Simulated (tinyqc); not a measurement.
Worked calculation: X-ray reflectivity of a thin film on silicon: critical angles, Parratt recursion, fringes and roughness. Computed by tinyqc, a small Python program that keeps every step. Command: `OMP_NUM_THREADS=1 python tinyqc.py 3121379 3121380 out.jsonl xrr walk`. One thread of a shared host (Intel(R) Xeon(R) Processor @ 2.30GHz), about 0.01 s of CPU time with the checks. Intermediate numbers are printed to about 7 digits and carried at full precision; extremes and crossings named in words are read from the listed rows.

n = 1 - delta + i beta; the classical electron radius is r_e = 2.8179403e-6 nm. Layer 0 is vacuum, 1 the film, 2 the substrate.

Inputs (values chosen for the exercise, modelled on a porous low-k film on silicon, copper K-alpha radiation):
```
quantity,value,unit
wavelength lambda,0.15406,nm
film density rho,1.3,g/cm^3
"effective electrons per unit mass, film",0.52,mol/g
"beta/delta, film",0.01,-
film thickness d,43.7,nm
roughness of the surface sigma_1,0.47,nm
roughness of the interface sigma_2,0.36,nm
substrate density,2.33,g/cm^3
"effective electrons per unit mass, substrate",0.507,mol/g
"beta/delta, substrate",0.023,-
grazing angle theta,2.32,degrees
```

Constants: N_A = 6.02214076e+23 1/mol.

## Optical constants

delta = r_e lambda^2 rho_e/(2 pi), rho_e = density x electrons per mass x N_A; critical angle sqrt(2 delta), q_c = 4 sqrt(pi r_e rho_e).

Constants:
```
layer,rho_e (1/nm^3),delta,beta,critical angle (degrees),q_c (1/nm)
film,407.0967,4.333405e-06,4.333405e-08,0.1686756,0.2401318
substrate,711.4015,7.572626e-06,1.741704e-07,0.2229774,0.3174375
```

The film is less dense in electrons than the substrate, so a second edge from the substrate can show.

## Critical angle of the film

The formulas are those given above.

critical angle of the film = 0.1686756 degrees

## Reflectivity at one angle

k_j = (2 pi/lambda) sqrt(sin^2 theta - 2 delta_j + 2 i beta_j); r_ij = (k_i - k_j)/(k_i + k_j) x exp(-2 k_i k_j sigma^2) (Nevot-Croce); r = (r_01 + r_12 p)/(1 + r_01 r_12 p), p = exp(2 i k_1 d); R = |r|^2.

k_0, k_1, k_2 (1/nm): [1.650960, 1.646589+0.000044i, 1.643313+0.000176i]

1000 r_01 = 0.3988994-0.0040123i

1000 r_12 = 0.4937239-0.0200547i

p = 0.8213892-0.5636463i

reflectivity R = 7.183270e-07

q = 4 pi sin(theta)/lambda = 3.301921 1/nm

## Fringe period, contrast and decay

Far above the critical angle the period is d theta = lambda/(2 d), or 2 pi/d in q; the envelope runs between (|r_01| - |r_12 p|)^2 and (|r_01| + |r_12 p|)^2; contrast = 2 a b/(a^2 + b^2) with a = |r_01|, b = |r_12 p|; roughness factors on the amplitudes are about exp(-q^2 sigma^2/2).

period in theta = 0.1009953 degrees

period in q = 0.1437800 1/nm

contrast = 0.9783045

roughness factor, surface = 0.2999315

roughness factor, interface = 0.4933711

## Thickness from the minima

Minima of R theta^4 are located on 6001 points over 7.5 periods, from 1.15 times the larger critical angle. With refraction, sin^2(theta_m) = 2 delta + m^2 (lambda/(2 d))^2, m integer or half-integer; the first six minima are used, and the first order is the one that minimises the largest residual of the least-squares line plus the distance of its intercept from 2 delta. Without refraction, d = lambda/(2 x mean step of sin theta).

Minima:
```
order m,theta (degrees),sin^2 theta
2.5,0.3042705,2.820139e-05
3.5,0.3921364,4.684059e-05
4.5,0.4853046,7.174194e-05
5.5,0.5809976,1.028226e-04
6.5,0.6783318,1.401583e-04
7.5,0.7765497,1.836820e-04
```

d with refraction = 43.68094 nm

d without refraction = 46.72769 nm

Against d = 43.7 nm the errors are -0.04 % with and +6.93 % without refraction. The orders are half-integers, as r_01 and r_12 have the same sign for a film less dense than the substrate.

## Which roughness does what

R is averaged over one period above each angle (64 points); contrast = (max - min)/(max + min) of R theta^4 over that period. Cases: smooth; only sigma_1; only sigma_2; both.

Mean R and contrast:
```
theta (degrees),R smooth,contrast,"R, sigma_1","contrast, sigma_1","R, sigma_2","contrast, sigma_2","R, both","contrast, both"
0.8,1.738487e-04,0.9654040,1.454168e-04,0.9950622,1.635635e-04,0.9384605,1.351357e-04,0.9819241
1.2,3.501030e-05,0.9616554,2.414238e-05,0.9970049,3.087095e-05,0.8924759,2.001409e-05,0.9920355
1.8,7.053008e-06,0.9595297,3.557611e-06,0.8908448,5.560325e-06,0.7775775,2.075826e-06,0.9988186
2.5,1.920006e-06,0.9593202,7.576094e-07,0.5625351,1.353766e-06,0.5764539,1.991010e-07,0.9525701
3.5,5.039310e-07,0.9584681,1.808772e-07,0.1548441,3.285498e-07,0.2768506,7.964426e-09,0.7240116
```

At 2.5 degrees sigma_1 alone multiplies the mean R by 0.39 and sigma_2 alone by 0.71; the contrast goes from 0.96 (smooth) to 0.56 and 0.58.

Checks made by the program: smooth bare substrate far above q_c against (q_c/2q)^4 (relative difference 1e-03).
